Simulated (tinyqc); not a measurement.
Tight binding, dimerised chain, step by step. One step of it, computed by the program tinyqc.

Problem. Open chain of 3 cells. The same hoppings without the wrap-around bond.

H of the open chain (eV), lower triangle:
```
           1          2          3          4          5         6
1   0.000000
2  -2.050000   0.000000
3   0.000000  -0.810000   0.000000
4   0.000000   0.000000  -2.050000   0.000000
5   0.000000   0.000000   0.000000  -0.810000   0.000000
6   0.000000   0.000000   0.000000   0.000000  -2.050000  0.000000
```

Give: levels; weights of the highest filled level on the sites.

Solution.

levels (eV): -2.6586  -2.1300  -1.5213  1.5213  2.1300  2.6586

weights of the highest filled level on the sites: 0.1758  0.0968  0.2273  0.2273  0.0968  0.1758

The bulk gap runs from -1.2400 to 1.2400 eV; no level of this chain lies inside it.
